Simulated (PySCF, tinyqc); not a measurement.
Inside a calculation. Method: RHF in the 6-311g basis, for H2, spin multiplicity 1. The lowest restricted solution is unstable here: a spin-polarised one lies 0.0018 hartree lower (PySCF). Computed by tinyqc, a small Python program that keeps every step (integrals from PySCF). Settings: charge = 0, multiplicity = 1, basis = 6-311g, energy threshold = 1e-10, iteration cap = 51, orthogonalisation = symmetric, start = Wolfsberg-Helmholz matrix, DIIS depth = 0, method = RHF. Command: `OMP_NUM_THREADS=1 python tinyqc.py 21413 21414 out.jsonl` (the two numbers bound the seeds that draw the settings). One thread of a shared host (Intel(R) Xeon(R) Processor @ 2.60GHz), about 0.05 s of CPU time with the checks. Later iterations appear only in the table of the cycle.

## One-electron integrals

Geometry (angstrom):
```
atom        x        y        z
H     0.00000  0.00000  0.00000
H     0.00000  0.00000  1.26600
```

Basis 6-311g: exponents (1/bohr^2) and contraction coefficients of normalised primitives:
```
element  l (shell)  exponent  coefficient
H            s (1)  33.86500      0.02549
H            s (1)   5.09479      0.19037
H            s (1)   1.15879      0.85216
H            s (2)   0.32584      1.00000
H            s (3)   0.10274      1.00000
```

Overlap, kinetic and nuclear-attraction integrals over the contracted functions; the nuclear repulsion is the sum of Za Zb / Rab.

nuclear repulsion = 0.4179915 hartree

overlap S, lower triangle:
```
         1H 1s    1H 2s    1H 3s    2H 1s    2H 2s    2H 3s
1H 1s  1.00000
1H 2s  0.70638  1.00000
1H 3s  0.37366  0.78896  1.00000
2H 1s  0.02737  0.16085  0.21711  1.00000
2H 2s  0.16085  0.39358  0.50454  0.70638  1.00000
2H 3s  0.21711  0.50454  0.74526  0.37366  0.78896  1.00000
```

kinetic energy T (hartree), lower triangle:
```
          1H 1s    1H 2s    1H 3s    2H 1s    2H 2s    2H 3s
1H 1s   2.30435
1H 2s   0.54912  0.48876
1H 3s   0.10635  0.18488  0.15411
2H 1s  -0.06301  0.00163  0.03941  2.30435
2H 2s   0.00163  0.07278  0.08299  0.54912  0.48876
2H 3s   0.03941  0.08299  0.09234  0.10635  0.18488  0.15411
```

nuclear attraction V (hartree), lower triangle:
```
          1H 1s     1H 2s     1H 3s     2H 1s     2H 2s     2H 3s
1H 1s  -2.52909
1H 2s  -1.35598  -1.32626
1H 3s  -0.67116  -0.90377  -0.87719
2H 1s  -0.04623  -0.29553  -0.39253  -2.52909
2H 2s  -0.29553  -0.54483  -0.60773  -1.35598  -1.32626
2H 3s  -0.39253  -0.60773  -0.69383  -0.67116  -0.90377  -0.87719
```

core Hamiltonian H = T + V (hartree), lower triangle:
```
          1H 1s     1H 2s     1H 3s     2H 1s     2H 2s     2H 3s
1H 1s  -0.22474
1H 2s  -0.80686  -0.83750
1H 3s  -0.56482  -0.71888  -0.72308
2H 1s  -0.10923  -0.29390  -0.35312  -0.22474
2H 2s  -0.29390  -0.47205  -0.52473  -0.80686  -0.83750
2H 3s  -0.35312  -0.52473  -0.60149  -0.56482  -0.71888  -0.72308
```

## Two-electron integrals

Functions are numbered as in S; the eight-fold symmetry (ij|kl) = (ji|kl) = (kl|ij) leaves the list below.

Two-electron integrals (ij|kl) in chemists' order, unique and non-zero (hartree):
```
(11|11) 1.39303   (21|11) 0.82297   (21|21) 0.50970   (22|11) 0.82290
(22|21) 0.54303   (22|22) 0.64411   (31|11) 0.41126   (31|21) 0.25776
(31|22) 0.27987   (31|31) 0.13079   (32|11) 0.54368   (32|21) 0.36577
(32|22) 0.45267   (32|31) 0.18980   (32|32) 0.32514   (33|11) 0.49402
(33|21) 0.34012   (33|22) 0.44599   (33|31) 0.17804   (33|32) 0.33178
(33|33) 0.36168   (41|11) 0.02176   (41|21) 0.01461   (41|22) 0.01769
(41|31) 0.00756   (41|32) 0.01248   (41|33) 0.01230   (41|41) 0.00090
(42|11) 0.08434   (42|21) 0.05893   (42|22) 0.07899   (42|31) 0.03099
(42|32) 0.05890   (42|33) 0.06335   (42|41) 0.00414   (42|42) 0.02588
(43|11) 0.09797   (43|21) 0.06884   (43|22) 0.09445   (43|31) 0.03631
(43|32) 0.07170   (43|33) 0.07986   (43|41) 0.00477   (43|42) 0.03295
(43|43) 0.04403   (44|11) 0.41793   (44|21) 0.29499   (44|22) 0.41215
(44|31) 0.15594   (44|32) 0.31690   (44|33) 0.36006   (44|41) 0.02176
(44|42) 0.17120   (44|43) 0.23624   (44|44) 1.39303   (51|11) 0.17120
(51|21) 0.10809   (51|22) 0.11870   (51|31) 0.05496   (51|32) 0.08082
(51|33) 0.07619   (51|41) 0.00414   (51|42) 0.01697   (51|43) 0.01956
(51|44) 0.08434   (51|51) 0.02588   (52|11) 0.25737   (52|21) 0.17441
(52|22) 0.21906   (52|31) 0.09073   (52|32) 0.15843   (52|33) 0.16329
(52|41) 0.00866   (52|42) 0.04498   (52|43) 0.05542   (52|44) 0.25737
(52|51) 0.04498   (52|52) 0.09977   (53|11) 0.24508   (53|21) 0.16951
(53|22) 0.22444   (53|31) 0.08887   (53|32) 0.16769   (53|33) 0.18370
(53|41) 0.00895   (53|42) 0.05304   (53|43) 0.06932   (53|44) 0.33395
(53|51) 0.04427   (53|52) 0.11024   (53|53) 0.13297   (54|11) 0.29499
(54|21) 0.20794   (54|22) 0.28888   (54|31) 0.10984   (54|32) 0.22145
(54|33) 0.25130   (54|41) 0.01461   (54|42) 0.10809   (54|43) 0.14840
(54|44) 0.82297   (54|51) 0.05893   (54|52) 0.17441   (54|53) 0.22550
(54|54) 0.50970   (55|11) 0.41215   (55|21) 0.28888   (55|22) 0.39565
(55|31) 0.15224   (55|32) 0.30163   (55|33) 0.34228   (55|41) 0.01769
(55|42) 0.11870   (55|43) 0.16174   (55|44) 0.82290   (55|51) 0.07899
(55|52) 0.21906   (55|53) 0.28148   (55|54) 0.54303   (55|55) 0.64411
(61|11) 0.23624   (61|21) 0.14840   (61|22) 0.16174   (61|31) 0.07536
(61|32) 0.10984   (61|33) 0.10322   (61|41) 0.00477   (61|42) 0.01956
(61|43) 0.02280   (61|44) 0.09797   (61|51) 0.03295   (61|52) 0.05542
(61|53) 0.05440   (61|54) 0.06884   (61|55) 0.09445   (61|61) 0.04403
(62|11) 0.33395   (62|21) 0.22550   (62|22) 0.28148   (62|31) 0.11717
(62|32) 0.20314   (62|33) 0.20898   (62|41) 0.00895   (62|42) 0.04427
(62|43) 0.05440   (62|44) 0.24508   (62|51) 0.05304   (62|52) 0.11024
(62|53) 0.11960   (62|54) 0.16951   (62|55) 0.22444   (62|61) 0.06932
(62|62) 0.13297   (63|11) 0.33710   (63|21) 0.23307   (63|22) 0.30919
(63|31) 0.12221   (63|32) 0.23181   (63|33) 0.25690   (63|41) 0.01000
(63|42) 0.05596   (63|43) 0.07261   (63|44) 0.33710   (63|51) 0.05596
(63|52) 0.13082   (63|53) 0.15533   (63|54) 0.23307   (63|55) 0.30919
(63|61) 0.07261   (63|62) 0.15533   (63|63) 0.20088   (64|11) 0.15594
(64|21) 0.10984   (64|22) 0.15224   (64|31) 0.05800   (64|32) 0.11658
(64|33) 0.13226   (64|41) 0.00756   (64|42) 0.05496   (64|43) 0.07536
(64|44) 0.41126   (64|51) 0.03099   (64|52) 0.09073   (64|53) 0.11717
(64|54) 0.25776   (64|55) 0.27987   (64|61) 0.03631   (64|62) 0.08887
(64|63) 0.12221   (64|64) 0.13079   (65|11) 0.31690   (65|21) 0.22145
(65|22) 0.30163   (65|31) 0.11658   (65|32) 0.22966   (65|33) 0.26140
(65|41) 0.01248   (65|42) 0.08082   (65|43) 0.10984   (65|44) 0.54368
(65|51) 0.05890   (65|52) 0.15843   (65|53) 0.20314   (65|54) 0.36577
(65|55) 0.45267   (65|61) 0.07170   (65|62) 0.16769   (65|63) 0.23181
(65|64) 0.18980   (65|65) 0.32514   (66|11) 0.36006   (66|21) 0.25130
(66|22) 0.34228   (66|31) 0.13226   (66|32) 0.26140   (66|33) 0.30173
(66|41) 0.01230   (66|42) 0.07619   (66|43) 0.10322   (66|44) 0.49402
(66|51) 0.06335   (66|52) 0.16329   (66|53) 0.20898   (66|54) 0.34012
(66|55) 0.44599   (66|61) 0.07986   (66|62) 0.18370   (66|63) 0.25690
(66|64) 0.17804   (66|65) 0.33178   (66|66) 0.36168
```

## Orthogonalisation

S = U s U^T; symmetric (Loewdin) form X = U s^(-1/2) U^T, so that X^T S X = 1.

eigenvalues of S: 0.06138  0.12984  0.33387  0.70880  1.43855  3.32757

X, lower triangle:
```
          1H 1s     1H 2s     1H 3s     2H 1s     2H 2s    2H 3s
1H 1s   1.37289
1H 2s  -0.74535   2.11621
1H 3s   0.20478  -1.00939   2.06696
2H 1s   0.02479   0.03617  -0.05602   1.37289
2H 2s   0.03617  -0.23580   0.18686  -0.74535   2.11621
2H 3s  -0.05602   0.18686  -0.83381   0.20478  -1.00939  2.06696
```

## Starting guess

The start is the generalised Wolfsberg-Helmholz matrix (K = 1.75) built on H; D = 2 C_occ C_occ^T.

D at the start, lower triangle:
```
          1H 1s     1H 2s     1H 3s     2H 1s    2H 2s    2H 3s
1H 1s   0.04555
1H 2s  -0.11667   0.29883
1H 3s  -0.08496   0.21761   0.15846
2H 1s   0.04555  -0.11667  -0.08496   0.04555
2H 2s  -0.11667   0.29883   0.21761  -0.11667  0.29883
2H 3s  -0.08496   0.21761   0.15846  -0.08496  0.21761  0.15846
```

## Iteration 1: building the Fock matrix

J_ij = sum D_kl (ij|kl), K_ij = sum D_kl (ik|jl); F = H + J - 0.5 K; E = tr D H + tr D J / 2 - 0.25 tr D K + E_nn.

Coulomb J (hartree), lower triangle:
```
         1H 1s    1H 2s    1H 3s    2H 1s    2H 2s    2H 3s
1H 1s  1.00241
1H 2s  0.69435  0.91366
1H 3s  0.36391  0.67821  0.73438
2H 1s  0.03058  0.16848  0.21694  1.00241
2H 2s  0.16848  0.38980  0.45611  0.69435  0.91366
2H 3s  0.21694  0.45611  0.57557  0.36391  0.67821  0.73438
```

exchange K (hartree), lower triangle:
```
         1H 1s    1H 2s    1H 3s    2H 1s    2H 2s    2H 3s
1H 1s  0.20826
1H 2s  0.34298  0.64206
1H 3s  0.31003  0.62140  0.63693
2H 1s  0.10943  0.24296  0.26754  0.20826
2H 2s  0.24296  0.51796  0.56146  0.34298  0.64206
2H 3s  0.26754  0.56146  0.60461  0.31003  0.62140  0.63693
```

Fock matrix F (hartree), lower triangle:
```
          1H 1s     1H 2s     1H 3s     2H 1s     2H 2s     2H 3s
1H 1s   0.67354
1H 2s  -0.28400  -0.24486
1H 3s  -0.35592  -0.35137  -0.30716
2H 1s  -0.13337  -0.24690  -0.26995   0.67354
2H 2s  -0.24690  -0.34123  -0.34936  -0.28400  -0.24486
2H 3s  -0.26995  -0.34936  -0.32823  -0.35592  -0.35137  -0.30716
```

total energy of this density = -0.6528167 hartree

## Iteration 1: diagonalisation and new density

Diagonalise F' = X^T F X, C = X C', fill 1 alpha and 1 beta electrons from the bottom; D = 2 C_occ C_occ^T. Each column has its largest component positive (the first on a tie).

F' = X^T F X (hartree), lower triangle:
```
          1         2         3         4         5        6
1   1.61588
2  -1.08936   0.83294
3   0.02323  -0.40013   0.12406
4   0.07057  -0.06825  -0.09705   1.61588
5  -0.06825  -0.21013  -0.03907  -1.08936   0.83294
6  -0.09705  -0.03907  -0.15304   0.02323  -0.40013  0.12406
```

orbital energies (hartree): MO1 -0.49090, MO2 0.02814, MO3 0.32991, MO4 0.44355, MO5 2.39379, MO6 2.44128

coefficients C:
```
           MO1       MO2       MO3       MO4       MO5       MO6
1H 1s  0.10857   0.13150   0.06499  -0.10833  -1.10411  -1.10601
1H 2s  0.28343   0.21452   0.92969  -1.10830   1.58509   1.18872
1H 3s  0.24891   1.00972  -0.90948   1.72845  -0.97451  -0.46963
2H 1s  0.10857  -0.13150   0.06499   0.10833   1.10411  -1.10601
2H 2s  0.28343  -0.21452   0.92969   1.10830  -1.58509   1.18872
2H 3s  0.24891  -1.00972  -0.90948  -1.72845   0.97451  -0.46963
```

D after iteration 1, lower triangle:
```
         1H 1s    1H 2s    1H 3s    2H 1s    2H 2s    2H 3s
1H 1s  0.02358
1H 2s  0.06155  0.16067
1H 3s  0.05405  0.14110  0.12391
2H 1s  0.02358  0.06155  0.05405  0.02358
2H 2s  0.06155  0.16067  0.14110  0.06155  0.16067
2H 3s  0.05405  0.14110  0.12391  0.05405  0.14110  0.12391
```

## Iteration 2: building the Fock matrix

As before.

Coulomb J (hartree), lower triangle:
```
         1H 1s    1H 2s    1H 3s    2H 1s    2H 2s    2H 3s
1H 1s  1.18697
1H 2s  0.79708  0.99845
1H 3s  0.41395  0.72735  0.76721
2H 1s  0.03444  0.19128  0.24639  1.18697
2H 2s  0.19128  0.42512  0.49010  0.79708  0.99845
2H 3s  0.24639  0.49010  0.60297  0.41395  0.72735  0.76721
```

exchange K (hartree), lower triangle:
```
         1H 1s    1H 2s    1H 3s    2H 1s    2H 2s    2H 3s
1H 1s  0.53044
1H 2s  0.59296  0.77404
1H 3s  0.47441  0.67196  0.62200
2H 1s  0.22745  0.38545  0.39945  0.53044
2H 2s  0.38545  0.60339  0.60236  0.59296  0.77404
2H 3s  0.39945  0.60236  0.59028  0.47441  0.67196  0.62200
```

Fock matrix F (hartree), lower triangle:
```
          1H 1s     1H 2s     1H 3s     2H 1s     2H 2s     2H 3s
1H 1s   0.69701
1H 2s  -0.30626  -0.22607
1H 3s  -0.38807  -0.32751  -0.26687
2H 1s  -0.18852  -0.29535  -0.30645   0.69701
2H 2s  -0.29535  -0.34863  -0.33582  -0.30626  -0.22607
2H 3s  -0.30645  -0.33582  -0.29366  -0.38807  -0.32751  -0.26687
```

total energy of this density = -1.0361819 hartree

## Iteration 2: diagonalisation and new density

As before.

F' = X^T F X (hartree), lower triangle:
```
          1         2         3         4         5        6
1   1.69196
2  -1.15013   0.89428
3  -0.00427  -0.38304   0.14739
4   0.04372  -0.10339  -0.12412   1.69196
5  -0.10339  -0.20365  -0.02695  -1.15013   0.89428
6  -0.12412  -0.02695  -0.13926  -0.00427  -0.38304  0.14739
```

orbital energies (hartree): MO1 -0.48974, MO2 0.05836, MO3 0.34715, MO4 0.47460, MO5 2.49987, MO6 2.57701

coefficients C:
```
           MO1       MO2       MO3       MO4       MO5       MO6
1H 1s  0.14003   0.12725   0.04913  -0.09986  -1.10541  -1.10329
1H 2s  0.29136   0.16551   0.92900  -1.13662   1.57085   1.18735
1H 3s  0.22242   1.08412  -0.92386   1.69536  -0.95246  -0.45462
2H 1s  0.14003  -0.12725   0.04913   0.09986   1.10541  -1.10329
2H 2s  0.29136  -0.16551   0.92900   1.13662  -1.57085   1.18735
2H 3s  0.22242  -1.08412  -0.92386  -1.69536   0.95246  -0.45462
```

D after iteration 2, lower triangle:
```
         1H 1s    1H 2s    1H 3s    2H 1s    2H 2s    2H 3s
1H 1s  0.03922
1H 2s  0.08160  0.16978
1H 3s  0.06229  0.12961  0.09894
2H 1s  0.03922  0.08160  0.06229  0.03922
2H 2s  0.08160  0.16978  0.12961  0.08160  0.16978
2H 3s  0.06229  0.12961  0.09894  0.06229  0.12961  0.09894
```

## Iteration 3: building the Fock matrix

As before.

Coulomb J (hartree), lower triangle:
```
         1H 1s    1H 2s    1H 3s    2H 1s    2H 2s    2H 3s
1H 1s  1.23064
1H 2s  0.82193  1.02036
1H 3s  0.42617  0.74051  0.77652
2H 1s  0.03544  0.19700  0.25367  1.23064
2H 2s  0.19700  0.43463  0.49935  0.82193  1.02036
2H 3s  0.25367  0.49935  0.61081  0.42617  0.74051  0.77652
```

exchange K (hartree), lower triangle:
```
         1H 1s    1H 2s    1H 3s    2H 1s    2H 2s    2H 3s
1H 1s  0.59180
1H 2s  0.63553  0.79561
1H 3s  0.49702  0.67479  0.60979
2H 1s  0.24906  0.40892  0.41710  0.59180
2H 2s  0.40892  0.61724  0.60421  0.63553  0.79561
2H 3s  0.41710  0.60421  0.57877  0.49702  0.67479  0.60979
```

Fock matrix F (hartree), lower triangle:
```
          1H 1s     1H 2s     1H 3s     2H 1s     2H 2s     2H 3s
1H 1s   0.71000
1H 2s  -0.30269  -0.21494
1H 3s  -0.38716  -0.31577  -0.25146
2H 1s  -0.19833  -0.30136  -0.30801   0.71000
2H 2s  -0.30136  -0.34603  -0.32749  -0.30269  -0.21494
2H 3s  -0.30801  -0.32749  -0.28006  -0.38716  -0.31577  -0.25146
```

total energy of this density = -1.0445555 hartree

## Iteration 3: diagonalisation and new density

As before.

F' = X^T F X (hartree), lower triangle:
```
          1         2         3         4         5        6
1   1.71247
2  -1.15901   0.90794
3  -0.00581  -0.37837   0.15553
4   0.03731  -0.10903  -0.12665   1.71247
5  -0.10903  -0.20390  -0.02395  -1.15901   0.90794
6  -0.12665  -0.02395  -0.13429  -0.00581  -0.37837  0.15553
```

orbital energies (hartree): MO1 -0.47979, MO2 0.06838, MO3 0.35119, MO4 0.48401, MO5 2.52443, MO6 2.60364

coefficients C:
```
           MO1       MO2       MO3       MO4       MO5       MO6
1H 1s  0.14371   0.12519   0.04623  -0.09818  -1.10579  -1.10294
1H 2s  0.29626   0.14952   0.92809  -1.14399   1.56710   1.18685
1H 3s  0.21540   1.10854  -0.92650   1.68222  -0.94764  -0.45262
2H 1s  0.14371  -0.12519   0.04623   0.09818   1.10579  -1.10294
2H 2s  0.29626  -0.14952   0.92809   1.14399  -1.56710   1.18685
2H 3s  0.21540  -1.10854  -0.92650  -1.68222   0.94764  -0.45262
```

D after iteration 3, lower triangle:
```
         1H 1s    1H 2s    1H 3s    2H 1s    2H 2s    2H 3s
1H 1s  0.04130
1H 2s  0.08515  0.17553
1H 3s  0.06191  0.12763  0.09279
2H 1s  0.04130  0.08515  0.06191  0.04130
2H 2s  0.08515  0.17553  0.12763  0.08515  0.17553
2H 3s  0.06191  0.12763  0.09279  0.06191  0.12763  0.09279
```

## Iteration 9 (converged): orbitals

converged F (hartree), lower triangle:
```
          1H 1s     1H 2s     1H 3s     2H 1s     2H 2s     2H 3s
1H 1s   0.71369
1H 2s  -0.30141  -0.21228
1H 3s  -0.38646  -0.31281  -0.24745
2H 1s  -0.20037  -0.30257  -0.30799   0.71369
2H 2s  -0.30257  -0.34552  -0.32541  -0.30141  -0.21228
2H 3s  -0.30799  -0.32541  -0.27654  -0.38646  -0.31281  -0.24745
```

As before.

F' = X^T F X (hartree), lower triangle:
```
          1         2         3         4         5        6
1   1.71782
2  -1.16087   0.91068
3  -0.00580  -0.37729   0.15779
4   0.03604  -0.11029  -0.12694   1.71782
5  -0.11029  -0.20443  -0.02332  -1.16087   0.91068
6  -0.12694  -0.02332  -0.13290  -0.00580  -0.37729  0.15779
```

orbital energies (hartree): MO1 -0.47708, MO2 0.07096, MO3 0.35217, MO4 0.48638, MO5 2.53025, MO6 2.60993

coefficients C:
```
           MO1       MO2       MO3       MO4       MO5       MO6
1H 1s  0.14418   0.12462   0.04543  -0.09774  -1.10590  -1.10292
1H 2s  0.29827   0.14560   0.92778  -1.14580   1.56615   1.18658
1H 3s  0.21315   1.11455  -0.92723   1.67890  -0.94649  -0.45219
2H 1s  0.14418  -0.12462   0.04543   0.09774   1.10590  -1.10292
2H 2s  0.29827  -0.14560   0.92778   1.14580  -1.56615   1.18658
2H 3s  0.21315  -1.11455  -0.92723  -1.67890   0.94649  -0.45219
```

D after iteration 9, lower triangle:
```
         1H 1s    1H 2s    1H 3s    2H 1s    2H 2s    2H 3s
1H 1s  0.04158
1H 2s  0.08601  0.17793
1H 3s  0.06147  0.12715  0.09086
2H 1s  0.04158  0.08601  0.06147  0.04158
2H 2s  0.08601  0.17793  0.12715  0.08601  0.17793
2H 3s  0.06147  0.12715  0.09086  0.06147  0.12715  0.09086
```

## Convergence

Stop when the energy changes by less than 1e-10 hartree and every element of the error matrix X^T (F D S - S D F) X is below 3e-06.

Course of the cycle:
```
iteration  E (hartree)     change  largest element of the error matrix
1           -0.6528167          -                             4.51e-01
2           -1.0361819  -3.83e-01                             6.27e-02
3           -1.0445555  -8.37e-03                             8.85e-03
4           -1.0447800  -2.25e-04                             1.40e-03
5           -1.0447888  -8.75e-06                             2.80e-04
6           -1.0447892  -4.20e-07                             7.01e-05
7           -1.0447892  -2.17e-08                             1.68e-05
8           -1.0447892  -1.14e-09                             3.96e-06
9           -1.0447892  -6.06e-11                             9.22e-07
```

PySCF RHF in the same basis = -1.0447892 hartree

Converged in 9 iterations.

## Populations, bond orders and dipole

Mulliken: Z minus the diagonal of D S on the atom; Loewdin: the same with S^(1/2) D S^(1/2); Mayer order: 2 sum_s sum (D(s) S)_ij (D(s) S)_ji over the two atoms.

Charges (e):
```
atom  Mulliken  Loewdin
1H           0        0
2H           0        0
```

Mayer bond orders:
```
pair    order
2-1   1.00000
```

dipole moment about the origin, x y z (debye): 0.00000  0.00000  0.00000
